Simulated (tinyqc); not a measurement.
Undoped gate-all-around wire MOSFET, analytic charge model: one step of the calculation.

An undoped round wire of radius R under an insulator shell and a surrounding gate; long channel, electrons only, n = ni exp((psi - V)/Vt) with V the quasi-Fermi potential (0 at the source, Vd at the drain), constant mobility, no quantisation. The radial Poisson equation gives n(r) = n(0)/(1 - (1 - b) r^2/R^2)^2 with b = Q0/(Q + Q0). Q is the electron charge per area of the wire surface.

Problem. Constants of the wire. ni = sqrt(Nc Nv) exp(-Eg/(2 Vt)), Eg in volts; Cox = eps0 eox/(R ln(1 + tox/R)); Q0 = 4 eps0 eps_r Vt/R; V0 = dphi + Vt ln[8 eps0 eps_r Vt/(q ni R^2)].

Inputs (values chosen for the exercise); material values those of a made-up semiconductor: temperature T = 325 K; band gap Eg = 1.3 eV; relative permittivity of the semiconductor eps_r = 13.4; conduction-band density of states at T Nc = 2.51e19 cm^-3; valence-band density of states at T Nv = 3.04e19 cm^-3; relative permittivity of the gate insulator eox = 21.8; insulator thickness tox = 13 nm; wire radius R = 15 nm; gate work function less that of the intrinsic body dphi = 0.15 V.

Constants: q = 1.602176634e-19 C, kB = 1.380649e-23 J/K, Vt = kB T/q, eps0 = 8.8541878128e-14 F/cm where lengths are in cm. Results are converted to the units shown.

Wanted: ni; Cox; Q0; V0.

Solution.

ni = 2.300e9 cm^-3
Cox = 2.062 uF/cm^2
Q0 = 88.61 nC/cm^2
V0 = 0.6985 V

Numbers from tinyqc (`OMP_NUM_THREADS=1 python tinyqc.py 2460071 2460072 out.jsonl`; about 0.02 s on one thread of a shared Intel Xeon 2.30GHz).
